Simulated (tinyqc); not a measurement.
Strain-driven roughening and islands of a mismatched epitaxial film: one step, computed by the program tinyqc. Command: `OMP_NUM_THREADS=1 python tinyqc.py 3015121 3015122 out.jsonl island walk`. One thread of a shared host (Intel(R) Xeon(R) Processor @ 2.30GHz), about 0.01 s of CPU time with the checks.

Film and substrate share isotropic elastic constants; the film is coherent and biaxially strained.

Question. Wetting layer. The surface energy depends on thickness as gamma + (gamma_s - gamma) exp(-h/delta). Its curvature adds W2 = (gamma_s - gamma) exp(-h/delta)/delta^2 to the restoring terms; the flat film is stable while W2 > (1 + nu)^2 w^2/gamma, which gives h_c = delta ln[(gamma_s - gamma) gamma/(delta^2 (1 + nu)^2 w^2)], or 0 if negative.

Inputs (values chosen for the exercise, for a model film): Poisson ratio nu = 0.31; surface energy gamma = 0.555 J/m^2; wetting energy gamma_s - gamma = 0.29 J/m^2; decay length of wetting delta = 0.34 nm.

energy density w = 182.4724 MJ/m^3

Give: wetting-layer thickness h_c.

Answer.

wetting-layer thickness h_c = 1.086 nm

Layer-by-layer growth up to h_c, then roughening: the Stranski-Krastanov mode.
